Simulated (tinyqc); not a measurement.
Ways to reach the isolated limit: finite-size error of a charged defect in a periodic cell: Madelung and Makov-Payne terms. Computed by tinyqc, a small Python program. Command: `OMP_NUM_THREADS=1 python tinyqc.py 3018469 3018470 out.jsonl imagecharge walk`. One thread of a shared host (Intel(R) Xeon(R) Processor @ 2.30GHz), about 0.03 s of CPU time with the checks.

L is the cube root of the cell volume. The defect charge is a Gaussian, rho(r) = q (2 pi sigma^2)^(-3/2) exp(-r^2/2 sigma^2), repeated periodically in a uniform neutralising background and screened by a continuum. The model cell energy is E(L) = E_0 + [periodic - isolated electrostatic energy].

Inputs (values chosen for the exercise, for a model uniaxial host):

| quantity | value | unit |
|---|---|---|
| charge q | 3 | e |
| cell length L | 12.9 | angstrom |
| dielectric constant eps_xy | 10.4 | - |
| dielectric constant eps_z | 5.48 | - |
| axis ratio c/a | 1.22 | - |
| width sigma of the defect charge | 1.3 | angstrom |
| formation energy of the isolated defect E_0 | 5.8 | eV |

Supercell lattice: tetragonal. Screening: uniaxial.

scatter added to the six cells, standing for numerical noise (meV): -1.3  -4.8  0.89  -7.2  -2.4  1.6

Constants: e^2/(4 pi eps_0) = 14.39964548 eV angstrom.

Method:
- Cell vectors: (1,0,0), (0,1,0), (0,0,c/a), scaled to volume L^3.
- Ewald sum for a unit point charge: scale each Cartesian component of the cell by 1/sqrt(eps_i), giving R', G' and V'; E = [ (1/2) sum erfc(eta R')/R' + (2 pi/V') sum exp(-G'^2/4 eta^2)/G'^2 - eta/sqrt(pi) - pi/(2 V' eta^2) ] e^2/(4 pi eps_0) / sqrt(eps_x eps_y eps_z), over n_i = -6..6, omitting n = (0,0,0), eta = 2/V'^(1/3). alpha = -2 E eps_g L/(e^2/(4 pi eps_0)), eps_g = (eps_x eps_y eps_z)^(1/3).
- Periodic energy of the Gaussian: (2 pi q^2/V) sum_(G != 0) exp(-sigma^2 G^2)/(G.eps.G) x e^2/(4 pi eps_0), n_i = -k..k with k = max(9, L/sigma rounded up). Isolated energy: q^2/(2 sqrt(pi) sigma) <1/(n.eps.n)> e^2/(4 pi eps_0), the mean over directions n (64 Gauss-Legendre points in cos(theta)).
- Cells of the same shape with L scaled by 0.7, 0.85, 1, 1.25, 1.5 and 2; the scatter is added to E(L).
- The point-charge correction scales as 1/L from its value at the input L.
- Least-squares fits of E(L) to a + b/L, a + c/L^3 or a + b/L + c/L^3; the estimate is a, and errors are against E_0.

Scaling data:

| L (angstrom) | 1/L (1/angstrom) | E(L) (eV) | E(L) + point-charge correction (eV) |
|---|---|---|---|
| 9.030 | 0.110742 | 3.78068 | 5.95428 |
| 10.965 | 0.091199 | 4.09054 | 5.88056 |
| 12.900 | 0.077519 | 4.33121 | 5.85273 |
| 16.125 | 0.062016 | 4.60183 | 5.81905 |
| 19.350 | 0.051680 | 4.79835 | 5.81269 |
| 25.800 | 0.038760 | 5.04717 | 5.80793 |

point-charge correction -q^2 E = 1.52152 eV

nearest image = 12.0727 angstrom

Estimates of E_0:

| way | estimate (eV) | error (meV) |
|---|---|---|
| largest cell, uncorrected | 5.0472 | -752.83 |
| largest cell, point-charge term | 5.8079 | 7.93 |
| 1/L fit, three smallest | 5.6066 | -193.44 |
| 1/L fit, all six | 5.7091 | -90.92 |
| 1/L^3 fit, all six | 4.9000 | -900.04 |
| 1/L and 1/L^3, three smallest | 5.9182 | 118.19 |
| 1/L and 1/L^3, all six | 5.8110 | 11.02 |
| corrected data, 1/L^3 fit | 5.7969 | -3.09 |

coefficient b of the full fit = -19.936 eV angstrom

What follows from these numbers?

Best here: corrected data, 1/L^3 fit (-3.1 meV); worst: 1/L^3 fit, all six (-900 meV). The fitted b is 101.6 % of the Madelung value -q^2 alpha e^2/(8 pi eps_0 eps_g), so such a fit also measures the screening. The three-term fit to three small cells has no spare point and magnifies the scatter. A pure 1/L fit lands below E_0, because the positive 1/L^3 term flattens the small-cell points.

Extremes, crossings and ranges named in words are read from the listed rows.
